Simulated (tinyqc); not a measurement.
A ladder of methods, and size consistency: correlation methods against full CI in the cc-pvdz basis, for He, spin multiplicity 1. Computed by the program tinyqc with PySCF. All electrons correlated; +Q is the Davidson correction (1 - c0^2) E_corr. The last columns treat two copies 100 angstrom apart as one system. FCI is the lowest singlet.

Geometry (angstrom):

| atom | x | y | z |
|---|---|---|---|
| He | 0.0000 | 0.0000 | 0.0000 |

RHF energy of one = -2.855160 hartree

Correlation energies (hartree):

| method | E_corr of one | share of FCI (%) | E_corr of two at 100 angstrom | two minus twice one (mhartree) |
|---|---|---|---|---|
| MP2 | -0.025828 | 79.6327 | -0.051657 | 0.0000 |
| CISD | -0.032434 | 100.0000 | -0.064405 | 0.4637 |
| CISD+Q | -0.032670 | 100.7255 | -0.065319 | 0.0204 |
| CCSD | -0.032434 | 100.0000 | -0.064869 | 0.0000 |
| CCSD(T) | -0.032434 | 100.0000 | -0.064869 | 0.0000 |
| FCI | -0.032434 | 100.0000 | - | - |

What does the comparison show, and why?

MP2 recovers 80 %, CISD 100.0 % and CCSD 100.0 % of the FCI value (c0^2 = 0.993 in CISD). MP2 and coupled cluster are size consistent, so their last column vanishes; CISD loses 0.46 mhartree, since a double excitation on each copy is a quadruple of the pair, and the Davidson correction leaves +0.02. With two electrons, or one virtual orbital, CISD and CCSD are exact for one copy, so +Q overshoots there.
